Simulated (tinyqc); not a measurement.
Inside a calculation. Method: one-electron ion in a basis of Gaussians. One step of it, computed by the program tinyqc.

Problem. Generalised eigenproblem. Solve H C = S C e through S^(-1/2); each column has its largest component positive (the first on a tie).

H = T + V (hartree):
$$\begin{pmatrix}
-0.096209 & -0.092449 & -0.065269 & -0.036797 & -0.018245 & -0.008503 \\
-0.092449 & -0.112763 & -0.103703 & -0.085880 & -0.054930 & -0.029160 \\
-0.065269 & -0.103703 & -0.034309 & -0.010980 & -0.067622 & -0.068848 \\
-0.036797 & -0.085880 & -0.010980 & 0.422465 & 0.485822 & 0.125666 \\
-0.018245 & -0.054930 & -0.067622 & 0.485822 & 2.173664 & 2.352168 \\
-0.008503 & -0.029160 & -0.068848 & 0.125666 & 2.352168 & 8.080216
\end{pmatrix}$$

S:
$$\begin{pmatrix}
1.000000 & 0.698724 & 0.279952 & 0.084457 & 0.022778 & 0.005903 \\
0.698724 & 1.000000 & 0.698897 & 0.279887 & 0.084463 & 0.022783 \\
0.279952 & 0.698897 & 1.000000 & 0.698622 & 0.279793 & 0.084443 \\
0.084457 & 0.279887 & 0.698622 & 1.000000 & 0.698751 & 0.279910 \\
0.022778 & 0.084463 & 0.279793 & 0.698751 & 1.000000 & 0.698805 \\
0.005903 & 0.022783 & 0.084443 & 0.279910 & 0.698805 & 1.000000
\end{pmatrix}$$

Give: eigenvalues of S; eigenvalues; coefficients.

Solution.

eigenvalues of S: [0.0542, 0.1516, 0.3966, 0.9084, 1.7602, 2.7290]

eigenvalues (hartree): [-0.1249, -0.0431, 0.1596, 0.9570, 3.7174, 13.0612]

coefficients:
$$\begin{pmatrix}
0.3446 & 1.3019 & -0.7543 & 0.3117 & 0.1396 & -0.0654 \\
0.5845 & -0.9686 & 1.7751 & -0.9471 & -0.4312 & 0.2001 \\
0.1916 & -0.1305 & -1.5670 & 1.7760 & 0.9462 & -0.4401 \\
0.0379 & -0.0538 & 0.0878 & -1.7550 & -1.6956 & 0.8848 \\
0.0057 & -0.0010 & -0.0578 & 0.2017 & 1.7635 & -1.5486 \\
0.0011 & -0.0019 & 0.0056 & -0.0515 & -0.1836 & 1.5709
\end{pmatrix}$$

For Z = 1 and l = 1 the exact lowest level is -Z^2/(2 n^2) with n = l + 1: -0.125000 hartree.
